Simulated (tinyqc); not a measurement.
# Current crowding under a contact, resistor ladder against the transmission-line model: effects of single changes

A metal contact of length d and width W on a thin layer of the same width. The metal has no resistance, the sheet resistance under it equals Rsh, and current enters the layer at the front edge x = 0.

Inputs (values chosen for the exercise):
- Rsh = 1800 ohm/sq (sheet resistance of the semiconductor layer)
- rc = 8.1e-8 ohm cm^2 (specific contact resistivity)
- d = 0.037 um (contact length)
- W = 2.5 um (contact width)

Each table varies one quantity; the others keep the values above.

## Effect of the contact resistivity

Transfer length Lt = sqrt(rc/Rsh); front resistance Rc = (Rsh Lt/W) coth(d/Lt); end resistance Re = (Rsh Lt/W)/sinh(d/Lt).

Effect of the contact resistivity:
```
rc (ohm cm^2)  Lt (um)     d/Lt  Rc W (ohm um)
1.8e-9         0.01000    3.700          18.02
4.6e-9         0.01599    2.315          29.34
1.2e-8         0.02582    1.433          52.09
2.9e-8         0.04014   0.9218          99.41
7.4e-8         0.06412   0.5771          221.7
1.9e-7          0.1027   0.3601          535.5
4.7e-7          0.1616   0.2290           1292
1.2e-6          0.2582   0.1433           3265
3e-6            0.4082  0.09063           8130
```

What does the comparison show?

Rc W rises from 18.0 to 8130 ohm um, as rc^(0.52) between the first two rows (d/Lt = 3.7) and rc^(1.00) between the last two (d/Lt = 0.091); a long contact gives the power 1/2 and a short one 1. In 2 of the 9 rows Lt is below 20 nm, near the thickness of a real layer, where current spreads in depth and the line model fails.

## Effect of the sheet resistance

Same model as above.

Effect of the sheet resistance:
```
Rsh (ohm/sq)  Lt (um)    d/Lt  Rc W (ohm um)  Re W (ohm um)
77             0.3243  0.1141          219.9          218.4
190            0.2065  0.1792          221.3          217.8
460            0.1327  0.2788          224.6          216.1
1100          0.08581  0.4312          232.3          212.3
2700          0.05477  0.6755          251.2          203.1
6600          0.03503   1.056          294.8          183.0
16000         0.02250   1.644          387.9          144.4
39000         0.01441   2.567          568.7          86.77
```

Read the table: what changes, and by how much?

Rc W rises from 220 to 569 ohm um while Re W falls from 218 to 86.8 ohm um; for Rsh going to zero both tend to rc/d = 219 ohm um. A larger Rsh shortens Lt and crowds the current to the front edge. In 1 of the 8 rows Lt is below 20 nm, near the thickness of a real layer, where current spreads in depth and the line model fails.

Computed by the program tinyqc: `OMP_NUM_THREADS=1 python tinyqc.py 2760171 2760172 out.jsonl`, one thread of a shared Intel Xeon 2.30GHz, about 0.01 s for the whole run.
